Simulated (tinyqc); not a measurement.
Pariser-Parr-Pople SCF with singles CI, for the molecule C=CC(=C)C(F)=CF (SMILES; centres numbered as the heavy atoms are written), step by step. Computed by tinyqc, a small Python program that keeps every step. Settings: charge = 0, gamma = MN, start = huckel, damping = 0, iteration cap = 90, excitations kept = 4. Command: `OMP_NUM_THREADS=1 python tinyqc.py 29686 29687 out.jsonl` (the two numbers bound the seeds that draw the settings). One thread of a shared host (Intel(R) Xeon(R) Processor @ 2.60GHz), about 0.01 s of CPU time with the checks. Later iterations appear only in the table of the cycle.

## PPP integrals

Centres (angstrom, eV; a flat drawing with bonds scaled to 1.40 angstrom):
```
centre          x          y  core charge z          W   gamma_rr
1C       2.113000   1.277000              1  11.160000  11.130000
2C       1.969000  -0.116000              1  11.160000  11.130000
3C       0.691000  -0.687000              1  11.160000  11.130000
4C       0.546000  -2.080000              1  11.160000  11.130000
5C      -0.443000   0.134000              1  11.160000  11.130000
6F      -0.299000   1.526000              2  39.000000  21.400000
7C      -1.721000  -0.438000              1  11.160000  11.130000
8F      -2.855000   0.384000              2  39.000000  21.400000
```

Resonance integrals (eV):
```
i  j       beta
1  2  -2.390000
2  3  -2.390000
3  4  -2.390000
3  5  -2.390000
5  6  -2.100000
5  7  -2.390000
7  8  -2.100000
```

Mataga-Nishimoto: gamma = 14.399645/(R + a), a = 2 x 14.399645/(gamma_rr + gamma_ss); H_rr = -W_r - sum_(s != r) z_s gamma_rs; H_rs = beta for bonds.

repulsion gamma_rs (eV), order 1C, 2C, 3C, 4C, 5C, 6F, 7C, 8F:
```
[[11.130000, 5.344699, 3.872421, 2.880801, 3.517518, 4.350171, 2.621043, 2.427069],
 [5.344699, 11.130000, 5.346017, 3.871811, 3.872236, 3.907306, 2.881202, 2.510767],
 [3.872421, 5.346017, 11.130000, 5.344495, 5.345541, 4.350788, 3.872343, 3.137504],
 [2.880801, 3.871811, 5.344495, 11.130000, 3.872306, 3.137863, 3.518152, 2.831739],
 [3.517518, 3.872236, 5.345541, 3.872306, 11.130000, 6.302522, 5.345207, 4.350035],
 [4.350171, 3.907306, 4.350788, 3.137863, 6.302522, 21.400000, 4.350270, 4.146887],
 [2.621043, 2.881202, 3.872343, 3.518152, 5.345207, 4.350270, 11.130000, 6.299332],
 [2.427069, 2.510767, 3.137504, 2.831739, 4.350035, 4.146887, 6.299332, 21.400000]]
```

core matrix H (eV), order 1C, 2C, 3C, 4C, 5C, 6F, 7C, 8F:
```
[[-42.950962, -2.390000, 0.000000, 0.000000, 0.000000, 0.000000, 0.000000, 0.000000],
 [-2.390000, -45.312111, -2.390000, 0.000000, 0.000000, 0.000000, 0.000000, 0.000000],
 [0.000000, -2.390000, -49.917400, -2.390000, -2.390000, 0.000000, 0.000000, 0.000000],
 [0.000000, 0.000000, -2.390000, -42.586770, 0.000000, 0.000000, 0.000000, 0.000000],
 [0.000000, 0.000000, -2.390000, 0.000000, -54.417924, -2.100000, -2.390000, 0.000000],
 [0.000000, 0.000000, 0.000000, 0.000000, -2.100000, -73.692694, 0.000000, 0.000000],
 [0.000000, 0.000000, 0.000000, 0.000000, -2.390000, 0.000000, -50.697150, -2.100000],
 [0.000000, 0.000000, 0.000000, 0.000000, 0.000000, 0.000000, -2.100000, -68.850221]]
```

## Starting guess

pi electrons, sum of z_r less the charge = 10

Orbitals of the Hueckel matrix of the beta values.

P at the start, order 1C, 2C, 3C, 4C, 5C, 6F, 7C, 8F:
```
[[1.118997, 0.856849, -0.097807, -0.177855, -0.226053, 0.292124, -0.099669, 0.253142],
 [0.856849, 1.021189, 0.452941, -0.097807, 0.059201, -0.198624, -0.003627, -0.087576],
 [-0.097807, 0.452941, 1.080391, 0.630796, 0.500844, -0.240106, 0.081921, -0.256329],
 [-0.177855, -0.097807, 0.630796, 1.451461, -0.273263, 0.184115, -0.291726, 0.404234],
 [-0.226053, 0.059201, 0.500844, -0.273263, 1.165402, 0.454581, 0.570971, -0.244677],
 [0.292124, -0.198624, -0.240106, 0.184115, 0.454581, 1.717132, -0.244677, 0.053615],
 [-0.099669, -0.003627, 0.081921, -0.291726, 0.570971, -0.244677, 1.083481, 0.710910],
 [0.253142, -0.087576, -0.256329, 0.404234, -0.244677, 0.053615, 0.710910, 1.361947]]
```

## Iteration 1: Fock matrix

F_rr = H_rr + P_rr gamma_rr / 2 + sum_(s != r) P_ss gamma_rs; F_rs = H_rs - P_rs gamma_rs / 2; E = tr P (H + F) / 2 + core repulsion sum_(r<s) z_r z_s gamma_rs.

F (eV), order 1C, 2C, 3C, 4C, 5C, 6F, 7C, 8F:
```
[[-5.186168, -4.679800, 0.189375, 0.256182, 0.397572, -0.635394, 0.130619, -0.307197],
 [-4.679800, -4.489590, -3.600716, 0.189345, -0.114621, 0.388042, 0.005224, 0.109941],
 [0.189375, -3.600716, -4.185871, -4.075644, -3.728642, 0.522324, -0.158614, 0.402116],
 [0.256182, 0.189345, -4.075644, -3.988338, 0.529079, -0.288864, 0.513169, -0.572342],
 [0.397572, -0.114621, -3.728642, 0.529079, -6.108098, -3.532504, -3.915980, 0.532177],
 [-0.635394, 0.388042, 0.522324, -0.288864, -3.532504, -19.500173, 0.532206, -0.111167],
 [0.130619, 0.005224, -0.158614, 0.513169, -3.915980, 0.532206, -7.223623, -4.339129],
 [-0.307197, 0.109941, 0.402116, -0.572342, 0.532177, -0.111167, -4.339129, -22.482147]]
```

pi energy = -178.519992 eV

## Iteration 1: orbitals and new P

Diagonalise F (the basis is taken as orthonormal) and form P = 2 sum c c over the lowest orbitals.

orbital energies (eV): [-23.659208, -20.417061, -11.815748, -9.868550, -7.542663, -2.430459, -0.441313, 3.010994]

P after iteration 1, order 1C, 2C, 3C, 4C, 5C, 6F, 7C, 8F:
```
[[1.094817, 0.918163, -0.051470, -0.339798, -0.148203, 0.080964, -0.020034, 0.030894],
 [0.918163, 0.950087, 0.384141, 0.030561, 0.043966, -0.058880, -0.022867, -0.008043],
 [-0.051470, 0.384141, 1.041862, 0.800873, 0.443043, -0.094040, -0.028171, -0.026695],
 [-0.339798, 0.030561, 0.800873, 0.906754, 0.010684, 0.015953, -0.456785, 0.156495],
 [-0.148203, 0.043966, 0.443043, 0.010684, 0.974023, 0.232039, 0.829954, -0.190687],
 [0.080964, -0.058880, -0.094040, 0.015953, 0.232039, 1.944974, -0.180176, 0.039983],
 [-0.020034, -0.022867, -0.028171, -0.456785, 0.829954, -0.180176, 1.144897, 0.217596],
 [0.030894, -0.008043, -0.026695, 0.156495, -0.190687, 0.039983, 0.217596, 1.942587]]
```

## Iteration 2: Fock matrix

As before.

F (eV), order 1C, 2C, 3C, 4C, 5C, 6F, 7C, 8F:
```
[[-5.530942, -4.843652, 0.099656, 0.489445, 0.260653, -0.176103, 0.026255, -0.037491],
 [-4.843652, -5.545502, -3.416813, -0.059163, -0.085123, 0.115030, 0.032942, 0.010097],
 [0.099656, -3.416813, -5.757369, -4.530130, -3.574153, 0.204575, 0.054543, 0.041878],
 [0.489445, -0.059163, -4.530130, -5.736355, -0.020685, -0.025028, 0.803519, -0.221576],
 [0.260653, -0.085123, -3.574153, -0.020685, -5.558670, -2.831215, -4.608137, 0.414747],
 [-0.176103, 0.115030, 0.204575, -0.025028, -2.831215, -17.853262, 0.391907, -0.082903],
 [0.026255, 0.032942, 0.054543, 0.803519, -4.608137, 0.391907, -5.589787, -2.785356],
 [-0.037491, 0.010097, 0.041878, -0.221576, 0.414747, -0.082903, -2.785356, -17.670659]]
```

pi energy = -187.989905 eV

## Iteration 2: orbitals and new P

As before.

orbital energies (eV): [-18.607647, -18.245780, -12.899343, -10.095097, -8.865163, -2.119232, -0.326113, 1.915828]

P after iteration 2, order 1C, 2C, 3C, 4C, 5C, 6F, 7C, 8F:
```
[[1.005144, 0.931490, -0.011508, -0.342944, -0.112285, 0.036713, -0.020996, 0.012691],
 [0.931490, 1.001819, 0.360454, 0.003398, 0.011860, -0.021534, -0.041818, 0.005654],
 [-0.011508, 0.360454, 1.005585, 0.837817, 0.404219, -0.061716, 0.019265, -0.019989],
 [-0.342944, 0.003398, 0.837817, 1.015004, -0.030902, 0.001124, -0.412404, 0.095826],
 [-0.112285, 0.011860, 0.404219, -0.030902, 1.021891, 0.175634, 0.875222, -0.159885],
 [0.036713, -0.021534, -0.061716, 0.001124, 0.175634, 1.968065, -0.159771, 0.029242],
 [-0.020996, -0.041818, 0.019265, -0.412404, 0.875222, -0.159771, 1.018986, 0.188311],
 [0.012691, 0.005654, -0.019989, 0.095826, -0.159885, 0.029242, 0.188311, 1.963507]]
```

## Iteration 3: Fock matrix

As before.

F (eV), order 1C, 2C, 3C, 4C, 5C, 6F, 7C, 8F:
```
[[-5.592534, -4.879266, 0.022282, 0.493976, 0.197482, -0.079853, 0.027516, -0.015401],
 [-4.879266, -5.546375, -3.353497, -0.006578, -0.022961, 0.042069, 0.060244, -0.007098],
 [0.022282, -3.353497, -5.516992, -4.628853, -3.470385, 0.134257, -0.037300, 0.031357],
 [0.493976, -0.006578, -4.628853, -5.511778, 0.059832, -0.001764, 0.725451, -0.135677],
 [0.197482, -0.022961, -3.470385, 0.059832, -5.618623, -2.653469, -4.729122, 0.347753],
 [-0.079853, 0.042069, 0.134257, -0.001764, -2.653469, -17.771618, 0.347524, -0.060631],
 [0.027516, 0.060244, -0.037300, 0.725451, -4.729122, 0.347524, -5.648006, -2.693116],
 [-0.015401, -0.007098, 0.031357, -0.135677, 0.347753, -0.060631, -2.693116, -17.831022]]
```

pi energy = -188.331473 eV

## Iteration 3: orbitals and new P

As before.

orbital energies (eV): [-18.556527, -18.277308, -12.780713, -10.218216, -8.861530, -1.956307, -0.390227, 2.003882]

P after iteration 3, order 1C, 2C, 3C, 4C, 5C, 6F, 7C, 8F:
```
[[1.008097, 0.934299, -0.006296, -0.342824, -0.093350, 0.022653, -0.013231, 0.007079],
 [0.934299, 0.996244, 0.352570, 0.005343, 0.004846, -0.012080, -0.049931, 0.008682],
 [-0.006296, 0.352570, 1.003809, 0.851822, 0.383051, -0.051368, 0.020584, -0.015772],
 [-0.342824, 0.005343, 0.851822, 1.014878, -0.028711, -0.005164, -0.386290, 0.080930],
 [-0.093350, 0.004846, 0.383051, -0.028711, 1.021753, 0.163238, 0.890484, -0.153714],
 [0.022653, -0.012080, -0.051368, -0.005164, 0.163238, 1.972532, -0.153303, 0.026609],
 [-0.013231, -0.049931, 0.020584, -0.386290, 0.890484, -0.153303, 1.014327, 0.176123],
 [0.007079, 0.008682, -0.015772, 0.080930, -0.153714, 0.026609, 0.176123, 1.968360]]
```

## Convergence

Stop when output and input P, before any damping, agree to 1e-7.

Course of the cycle:
```
iteration         E (eV)  largest |P(out) - P(in)|
1          -178.51999175                  5.81e-01
2          -187.98990467                  1.26e-01
3          -188.33147340                  2.61e-02
4          -188.35757871                  1.24e-02
5          -188.36145255                  5.68e-03
6          -188.36213308                  2.58e-03
7          -188.36226147                  1.16e-03
8          -188.36228649                  5.24e-04
9          -188.36229145                  2.36e-04
10         -188.36229244                  1.06e-04
11         -188.36229264                  4.78e-05
12         -188.36229268                  2.15e-05
13         -188.36229269                  9.71e-06
14         -188.36229269                  4.38e-06
15         -188.36229269                  1.97e-06
16         -188.36229269                  8.90e-07
17         -188.36229269                  4.02e-07
18         -188.36229269                  1.81e-07
19         -188.36229269                  8.19e-08
```

Converged in 19 iterations.

## Converged orbitals

Charges are z - P_rr.

orbital energies (eV): [-18.496888, -18.217693, -12.788908, -10.235719, -8.898220, -1.940254, -0.388060, 1.982238]

coefficients, order 1C, 2C, 3C, 4C, 5C, 6F, 7C, 8F:
```
[[0.004677, 0.003990, 0.292597, 0.535717, -0.361182, 0.471787, -0.466335, 0.238438],
 [0.014686, 0.011067, 0.478970, 0.481219, -0.192748, -0.295741, 0.491035, -0.415870],
 [0.055325, 0.039549, 0.613985, -0.121432, 0.323996, -0.364038, -0.064997, 0.601607],
 [0.014095, 0.013078, 0.358974, -0.110155, 0.604532, 0.610548, 0.075210, -0.338748],
 [0.200166, 0.138382, 0.344111, -0.480145, -0.320917, -0.173760, -0.495673, -0.461477],
 [0.634177, 0.730315, -0.155806, 0.143389, 0.081143, 0.033841, 0.085550, 0.067643],
 [0.204598, -0.105287, 0.175705, -0.432235, -0.486275, 0.384836, 0.520138, 0.272488],
 [0.715818, -0.659190, -0.074671, 0.128953, 0.126208, -0.072289, -0.089339, -0.041622]]
```

pi charges: [-0.006192, 0.003052, -0.002642, -0.013650, -0.022310, 0.026079, -0.014215, 0.029879]

## Singles CI, singlets

Over the 4 single excitations with the smallest orbital gaps: A = (e_a - e_i) delta + 2 (ia|jb) - (ij|ab), with (pq|rs) = sum c_mp c_mq gamma_mn c_nr c_ns. f = 2/3 w |mu|^2 in atomic units, mu = sqrt2 sum c_ia sum_m c_mi c_ma R_m.

singlet CI matrix (eV), order 5>6, 4>6, 5>7, 4>7:
```
[[4.571295, -0.303399, -0.016234, 0.153222],
 [-0.303399, 5.214722, 0.297250, -0.044897],
 [-0.016234, 0.297250, 5.375534, 0.134717],
 [0.153222, -0.044897, 0.134717, 6.945660]]
```

singlet excitation energies (eV): [4.435601, 5.062774, 5.641229, 6.967608]

oscillator strengths: [0.319495, 0.167333, 1.026912, 0.171464]

## Singles CI, triplets

Over the 4 single excitations with the smallest orbital gaps: A = (e_a - e_i) delta - (ij|ab), with (pq|rs) = sum c_mp c_mq gamma_mn c_nr c_ns.

triplet CI matrix (eV), order 5>6, 4>6, 5>7, 4>7:
```
[[1.560321, 0.347560, -0.462450, -1.120627],
 [0.347560, 3.556681, -1.120627, 0.329447],
 [-0.462450, -1.120627, 3.734480, -0.262877],
 [-1.120627, 0.329447, -0.262877, 4.263850]]
```

triplet excitation energies (eV): [1.030485, 2.519075, 4.559819, 5.005953]
